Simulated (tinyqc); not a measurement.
Band offset of a heterojunction with an interface dipole (two-band chains, self-consistent charge): sweeps and comparisons. A value that a table varies takes the place of the one given here.

Sites alternate A, C. Left: A at -G1/2, C at +G1/2, hopping -t1; right: A at D - G2/2, C at D + G2/2, hopping -t2; the bonds across the two interfaces of a ring (C left to A right, C right to A left) have -sqrt(t1 t2). D is the offset of the mid-gaps, so Ev(right) - Ev(left) = D - (G2 - G1)/2 and Ec(right) - Ec(left) = D + (G2 - G1)/2. The closing bond has its sign reversed (antiperiodic ring). Half the levels are filled with two electrons each. The charge moved is q = (electrons on the left) less one a site; the mean over the two interfaces, q/2, is taken as the charge that crosses each, and its dipole opposes the offset: D = D0 - u q/2.

From here on the ring has 24 cells a side.

Parameters, chosen for this exercise (gaps near those of InGaAs and InP; the chains and D0 are free models, so the offsets are not those of the real pair; shifted at random, so the results belong to these values and not to a real crystal):
- G1 = 0.75 eV (gap on the left)
- G2 = 1.41 eV (gap on the right)
- t1 = 2.69 eV (hopping on the left)
- t2 = 2.2 eV (hopping on the right)
- u = 4.8 eV (potential step per electron moved across)
- D0 = -0.41 eV (mid-gap of the right side above that of the left, without dipole)

## Where the moved charge sits

D = -0.18637 eV

Electrons in cell k from an interface at the self-consistent D, less those at D = 0. Interface 1 joins C left to A right, interface 2 C right to A left. The decay lengths 1/(2 kappa a) are those of mid-gap states, cosh(kappa a) = 1 + G^2/(8 t^2).

Change of the electron count:
```
k  left of 1  right of 1  left of 2  right of 2
1   -0.01567     0.02405   -0.01714     0.02620
2   -0.00887     0.01041   -0.00973     0.01141
3   -0.00589     0.00504   -0.00644     0.00552
4   -0.00407     0.00250   -0.00443     0.00273
5   -0.00287     0.00125   -0.00312     0.00137
6   -0.00205     0.00063   -0.00222     0.00069
```

decay lengths (cells): left 3.590, right 1.567

Over six cells interface 1 moves -0.0394 electrons to the left side and +0.0439 to the right, interface 2 -0.0431 and +0.0479: each change is a dipole, and the two differ because the bonds join different sites. The first cells hold 48 % of it at interface 1. The tail is longer on the left, where the gap is smaller against the hopping: from k = 2 to 4 it falls by a factor 2.18, and pure mid-gap decay would give 1.75; the exponential carries a prefactor that falls as a power of the distance, so the first cells drop faster.

## Screening of the starting offset

chi = 0.497696 1/eV

D0 is varied; the self-consistent D is found by bisection. chi = dq/dD at D = 0; the linear rule is D = S D0 with S = 1/(1 + u chi/2). The gap of the junction closes (type III) at |D| = (G1 + G2)/2.

Against D0:
```
2 D0/(G1 + G2)  D0 (eV)  q at D0   D (eV)    D/D0  linear (eV)
-0.85            -0.918  -0.5246  -0.4131  0.4500      -0.4183
-0.55            -0.594  -0.3107  -0.2693  0.4533      -0.2707
-0.30            -0.324  -0.1635  -0.1474  0.4550      -0.1476
-0.15            -0.162  -0.0809  -0.0738  0.4555      -0.0738
0.10              0.108   0.0538   0.0492  0.4556       0.0492
0.25              0.270   0.1357   0.1229  0.4552       0.1230
0.50              0.540   0.2799   0.2450  0.4537       0.2461
0.80              0.864   0.4837   0.3893  0.4506       0.3937
0.95              1.026   0.6208   0.4602  0.4485       0.4675
```

D/D0 lies between 0.449 and 0.456, against S = 0.456 from chi at D = 0; the linear rule misses by at most 7 meV. q is odd in D. About half of the starting offset survives.

## Wider gaps screen less

G2 is varied. chi = (q(+0.01) - q(-0.01))/0.02 at D = 0, S = 1/(1 + u chi/2).

Against G2:
```
G2 (eV)  chi (1/eV)       S
0.7         0.72740  0.3642
1.1         0.57574  0.4199
1.5         0.47895  0.4652
2.3         0.35785  0.5380
3.4         0.26063  0.6152
5.5         0.15953  0.7231
7.0         0.11747  0.7801
9.0         0.08089  0.8374
```

chi falls from 0.7274 to 0.0809 1/eV, a factor 9.0, and S rises from 0.364 to 0.837: charge crosses through the tails of states that tunnel into the other gap, and these shorten as the gap widens. u is kept fixed, though a wider gap also screens less and would raise it.

## What each parameter does

Self-consistent D by bisection, q there, and the two offsets. Each row changes one parameter from the base and keeps the others.

Results:
```
case             D (eV)        q  valence offset (eV)  conduction offset (eV)
base            -0.1864  -0.0932              -0.5164                  0.1436
G1 = 0.862 eV   -0.1918  -0.0909              -0.4658                  0.0822
G2 = 1.621 eV   -0.1953  -0.0894              -0.6308                  0.2402
t1 = 3.093 eV   -0.1867  -0.0931              -0.5167                  0.1433
t2 = 2.53 eV    -0.1865  -0.0931              -0.5165                  0.1435
D0 = -0.471 eV  -0.2139  -0.1071              -0.5439                  0.1161
u = 5.52 eV     -0.1723  -0.0861              -0.5023                  0.1577
```

The largest shifts from the base row, up to three for each result and ties (the steps differ in size, so this ranks the rows, not the parameters). D (eV): D0 -0.0276, u +0.0140, G2 -0.0090. q: D0 -0.0139, u +0.0071, G2 +0.0037. valence offset (eV): G2 -0.1145, G1 +0.0506, D0 -0.0276. conduction offset (eV): G2 +0.0965, G1 -0.0614, D0 -0.0276.

tinyqc: `OMP_NUM_THREADS=1 python tinyqc.py 1481988 1481989 out.jsonl`; about 0.3 s, one thread, shared Intel(R) Xeon(R) Processor @ 2.30GHz.
